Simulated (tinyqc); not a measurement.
Tunnelling through a thin dielectric with one trap, as a tight-binding chain, step by step. Values are carried at full precision from step to step, so a last printed digit may differ when a step is redone from the rounded ones.

Hopping -t everywhere, t = c/(m a^2), c = hbar^2/2m0; lead sites at 2t (band bottom 0), barrier sites 1 to N at 2t + phi, and site j has U besides. No voltage. Leads give S = -t exp(ika) on sites 1 and N, cos(ka) = 1 - E/(2t). T = (2 t sin(ka))^2 |G_1N|^2, G = (E - H - S)^-1. In the barrier cosh(q a) = 1 + (phi - E)/(2t).

Constants: hbar^2/2m0 = 3.80998211 eV angstrom^2; hbar = 6.58211957e-16 eV s.

Inputs chosen for the exercise (barrier and mass of the size used for Si3N4 on silicon; not measured data):
```
symbol  value  unit      meaning
a       3      angstrom  site spacing
m       0.44   m0        mass, the same in leads and barrier
phi     2.07   eV        conduction edge of the barrier above that of the leads
U       -2.11  eV        extra energy on the trap site
E       1.35   eV        electron energy
N       8                barrier sites
j       3                site of the trap
```

## Scales

Form t, ka, q a, and the level of the trap in an endless barrier, Eb = phi + 2t - sqrt(4 t^2 + U^2).

t = 0.9621 eV
ka = 1.26776 rad
q a = 0.84014
Eb = 1.1386 eV

## The matrix E - H - S

Fill it in.

E - H - S (eV):
```
[[-2.3571+0.9183i, 0.9621, 0.0000, 0.0000, 0.0000, 0.0000, 0.0000, 0.0000],
 [0.9621, -2.6442, 0.9621, 0.0000, 0.0000, 0.0000, 0.0000, 0.0000],
 [0.0000, 0.9621, -0.5342, 0.9621, 0.0000, 0.0000, 0.0000, 0.0000],
 [0.0000, 0.0000, 0.9621, -2.6442, 0.9621, 0.0000, 0.0000, 0.0000],
 [0.0000, 0.0000, 0.0000, 0.9621, -2.6442, 0.9621, 0.0000, 0.0000],
 [0.0000, 0.0000, 0.0000, 0.0000, 0.9621, -2.6442, 0.9621, 0.0000],
 [0.0000, 0.0000, 0.0000, 0.0000, 0.0000, 0.9621, -2.6442, 0.9621],
 [0.0000, 0.0000, 0.0000, 0.0000, 0.0000, 0.0000, 0.9621, -2.3571+0.9183i]]
```

## Transmission

Invert the matrix; T = (2 t sin(ka))^2 |G_1N|^2.

first row of G (1/eV): [-0.3484-0.1261i, 0.06536+0.02352i, 0.5281+0.1908i, 0.2279+0.08242i, 0.09816+0.03572i, 0.04193+0.01575i, 0.01708+0.007563i, 0.005009+0.005038i]

T = 0.0001702

Without the trap T is 4.06e-06: the trap changes it by a factor 41.9 at this energy.

## The resonance

Resonance: the lowest eigenvalue of H + S(E), iterated until its real part equals E (40 rounds from Eb = phi + 2t - sqrt(4t^2 + U^2), the level in an endless barrier). With v the normalised squared amplitudes of that state, Gamma_L = 2 t sin(ka) v_1, Gamma_R = 2 t sin(ka) v_N; Breit-Wigner T = Gamma_L Gamma_R/((E - Er)^2 + (Gamma_L + Gamma_R)^2/4).

Find Er, the two widths, the peak height 4 Gamma_L Gamma_R/(Gamma_L + Gamma_R)^2 and the escape time hbar/(Gamma_L + Gamma_R).

Er = 1.1433 eV

widths (meV): left 26.00, right 0.08868

peak height = 0.01355
escape time = 25.2 fs

squared amplitudes: [0.0148, 0.1087, 0.7444, 0.1123, 0.0169, 0.0025, 0.0004, 0.0001]

The nearby leads move the level 4.8 meV above its value in an endless barrier. The trap is closer to the left lead, which takes 99.7 % of the escapes.

## Checks

- T at Er from the chain against the Breit-Wigner peak: 0.0135 against 0.0136.
- T without trap against the closed form for a lattice barrier: both 4.062e-06.

Run: tinyqc, `OMP_NUM_THREADS=1 python tinyqc.py 1451599 1451600 out.jsonl`; Intel(R) Xeon(R) Processor @ 2.30GHz, one thread, shared host; about 0.04 s of CPU time with all checks.
